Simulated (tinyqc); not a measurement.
Atomic layer deposition: Langmuir saturation, growth per cycle and coating of deep features: one step, computed by the program tinyqc. Command: `OMP_NUM_THREADS=1 python tinyqc.py 3022501 3022502 out.jsonl ald walk`. One thread of a shared host (Intel(R) Xeon(R) Processor @ 2.30GHz), about 0.04 s of CPU time with the checks.

Precursor A sticks only on free sites, so a long enough pulse saturates; co-reactant B then frees the sites again.

Question. Exposure for a deep feature. Diffusion-limited filling (Gordon) of a round hole of diameter w: a saturation front at depth z needs dz/dt = D_K n/(z (4q/w)), with Knudsen D_K = w c/3 and F = n c/4; including the entrance and floor terms, t = (q/F)(1 + 19a/4 + 3a^2/2). Reaction-limited filling needs ln(100)/k_a at any depth, k_a = beta F/q. Flow is molecular. The front picture holds when the modulus a sqrt(beta) is well above 1. Depth reached by the given pulse: solve the same formula for a. Exposure = p x diffusion-limited time; 1 langmuir = 1.33322e-4 Pa s.

Inputs (values chosen for the exercise, modelled on zinc oxide from diethylzinc and water):

| quantity | value | unit |
|---|---|---|
| site density q | 6.5 | 1/nm^2 |
| sticking probability beta on free sites | 0.07 | - |
| precursor pressure p | 19 | Pa |
| temperature T | 225 | C |
| pulse time t | 0.0079 | s |
| aspect ratio a | 23 | - |

Feature: round hole.

flux F = 201421.8 1/(nm^2 s)

Give: diffusion-limited time; exposure; modulus; aspect ratio reached by the front in time t.

Answer.

diffusion-limited time = 0.02916 s

exposure = 4156 langmuir

modulus = 6.085

aspect ratio reached by the front in time t = 11.26
